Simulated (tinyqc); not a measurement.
From results back to parameters: phonon-assisted absorption at an indirect gap. Two cases, with inputs chosen for the exercise.

Problem. One phonon: alpha = A [N (E - Eg + w)^2 + (N + 1)(E - Eg - w)^2], each term only above its threshold, N = 1/(exp(w/kB Tm) - 1). The first two energies lie below the emission threshold and the third above it.

Constants: kB = 8.617333262e-05 eV/K.

Case 1.

Values chosen (out of a larger set: loosely those of Si at room temperature; Eg is not tied to T; not measured data): Es = (1.065, 1.131, 1.194) eV (three photon energies); Tm = 400 K.

alpha at the three energies (1/cm): 0.2954233  4.481268  17.73067

Case 2.

Values chosen (out of a larger set: loosely those of GaP at room temperature; Eg is not tied to T; not measured data): Es = (2.272, 2.328, 2.387) eV (three photon energies); Tm = 400 K.

alpha at the three energies (1/cm): 0.5187261  7.896114  33.77426

Find: slope sqrt(A N); threshold Eg - w; w; Eg; A.

Solution. sqrt(alpha) at the first two energies is a line with slope sqrt(A N) and intercept Eg - w. The excess at the third energy is A N exp(w/kB Tm) (E - (Eg - w) - 2w)^2, which has one root w with the emission threshold between the second and third energies.

Case 1.

slope sqrt(A N) = 23.84 1/(cm^(1/2) eV)
threshold Eg - w = 1.0422 eV
w = 55.8 meV
Eg = 1.098 eV
A = 2.3e+03 1/(cm eV^2)

Case 2.

slope sqrt(A N) = 37.32 1/(cm^(1/2) eV)
threshold Eg - w = 2.2527 eV
w = 47.3 meV
Eg = 2.300 eV
A = 4.1e+03 1/(cm eV^2)

Computed by tinyqc, one run a case: `OMP_NUM_THREADS=1 python tinyqc.py N N+1 out.jsonl` with N = 1652557, 1652611; one thread of a shared Intel(R) Xeon(R) Processor @ 2.30GHz, about 0.01 s a run at most.
